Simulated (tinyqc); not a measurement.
Inside a calculation. Model: square on-chip spiral inductor, lumped pi model.

tinyqc, about 0.01 s, one thread, Intel Xeon 2.30GHz (shared host): `OMP_NUM_THREADS=1 python tinyqc.py 2302130 2302131 out.jsonl` Printed values are rounded.

Outer diameter do = di + 2 n wd + 2 (n - 1) sp, mean da = (do + di)/2, fill p = (do - di)/(do + di), length l = 4 n da. L = 2.34 mu0 n^2 da/(1 + 2.75 p), mu0 = 4 pi 1e-7 H/m. Rs = rho l/(wd delta (1 - exp(-th/delta))), delta = sqrt(rho/(pi f mu0)). Cs = n wd^2 eps0 eo/hu across the coil. At each end Cox = l wd eps0 eo/(2 ho) leads to the substrate branch Rsi = 2 rs he/(l wd) in parallel with Csi = l wd eps0 11.7/(2 he). With one end grounded Y = 1/(Rs + i w L) + i w Cs + 1/[1/(i w Cox) + 1/(1/Rsi + i w Csi)], w = 2 pi f; Q = -Im Y/Re Y. Eddy currents in neighbouring turns and in the substrate are left out.

Parameters, values chosen for the exercise; values of the order met in silicon radio-frequency processes:
- n = 6.5 (number of turns)
- wd = 4 um (line width)
- sp = 2 um (space between turns)
- di = 80 um (inner diameter)
- th = 3 um (metal thickness)
- rho = 1.9 uohm cm (metal resistivity)
- ho = 9.9 um (oxide below the coil)
- hu = 0.8 um (oxide between coil and underpass)
- eo = 3 (relative permittivity of the oxide)
- rs = 100 ohm cm (substrate resistivity)
- he = 30 um (effective spreading depth in the substrate)
- f = 2 GHz (frequency)

Constants: eps0 = 8.8541878128e-12 F/m. Results are converted to the units shown.

## Geometry and model elements

do, l, L, delta, Rs, Cs, Cox, Rsi and Csi as defined.

do = 154 um
l = 3042 um
L = 7.774565 nH
delta = 1.551250 um
Rs = 10.88908 ohm
Cs = 3.453133 fF
Cox = 16.32390 fF
Rsi = 4930.966 ohm
Csi = 21.00886 fF

Rs is 2.26 times the direct-current value in this empirical form, which overstates the skin effect of a flat slab when delta is near th and so stands in for some current crowding.

## Admittance, quality factor and apparent inductance

Series branch 1/(Rs + i w L), substrate branch, total Y, Q = -Im Y/Re Y, apparent inductance Im(1/Y)/w, metal-only value w L/Rs, share of the loss in the substrate Re(substrate branch)/Re Y.

series branch = 1.12683-10.11002i mS
substrate branch = 0.0326688+0.1295595i mS
Y = 1.159497-9.937072i mS
Q = 8.570159
apparent inductance = 7.900573 nH
w L/Rs = 8.972110
share of the loss in the substrate = 2.817497 %

Q is 95.5 % of the metal-only value.
